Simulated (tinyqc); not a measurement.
Nanowire ballistic transistor, top-of-the-barrier model: two steps of the calculation.

At the top of the source barrier, states moving towards the drain are filled by the source (Fermi level 0) and states moving back by the drain (Fermi level -q Vd); nothing scatters. U is the shift of the band edge there, set by the capacitances CG, CD and CS (the total) and by the charge. Parabolic one-dimensional subband; the source is grounded.

Parameters, values chosen for the exercise; mass and valleys close to those of a monolayer dichalcogenide: temperature T = 300 K; effective mass m = 0.505 m0; valley degeneracy gv = 2; relative permittivity of the gate insulator eox = 7.5; insulator thickness tox = 1.4 nm; wire diameter d = 3 nm; gate control CG/CS aG = 0.77; drain control CD/CS aD = 0.083; band edge at the barrier top above the source Fermi level at zero bias E0 = 0.26 eV; gate voltage Vg = 0.7 V; drain voltage Vd = 0.1 V.

Constants: q = 1.602176634e-19 C, kB = 1.380649e-23 J/K, hbar = 1.054571817e-34 J s, m0 = 9.1093837015e-31 kg, Vt = kB T/q, eps0 = 8.8541878128e-14 F/cm where lengths are in cm. Results are converted to the units shown.

Question 1. Density of states, capacitances and charge at zero bias. N0 = gv sqrt(2 m kB T/pi)/hbar, CG = 2 pi eps0 eox/ln(1 + 2 tox/d), CS = CG/aG, n0 = n at U = 0 and Vd = 0. eta1 = -(E0 + U)/Vt, eta2 = eta1 - Vd/Vt, n = (N0/2)[F_(-1/2)(eta1) + F_(-1/2)(eta2)], F_(-1/2)(x) = (1/sqrt(pi)) int_0^infinity u^(-1/2)/(1 + exp(u - x)) du. UL = -(aG Vg + aD Vd).

Find: N0; CG; CS; n0; UL.

Answer 1.

N0 = 6.605e6 cm^-1
CG = 6.329 pF/cm
CS = 8.220 pF/cm
n0 = 283.2 cm^-1
UL = -0.5473 eV

Question 2. Self-consistent potential at the barrier top. U(out) = UL + q (n - n0)/CS. U(new) = U + 0.2 (U(out) - U).

U at the start (U = UL) = -0.5473 eV
N0 = 6.6052058e6 cm^-1
CS = 8.2196226 pF/cm
n0 = 283.18186 cm^-1
UL = -0.5473 eV

Give: eta1; eta2; n; U(out); U after iteration 1.

Answer 2.

eta1 = 11.11
eta2 = 7.245
n = 2.232e7 cm^-1
U(out) = -0.1122 eV
U after iteration 1 = -0.4603 eV

Numbers from tinyqc (`OMP_NUM_THREADS=1 python tinyqc.py 2400082 2400083 out.jsonl`; about 0.04 s on one thread of a shared Intel Xeon 2.30GHz).
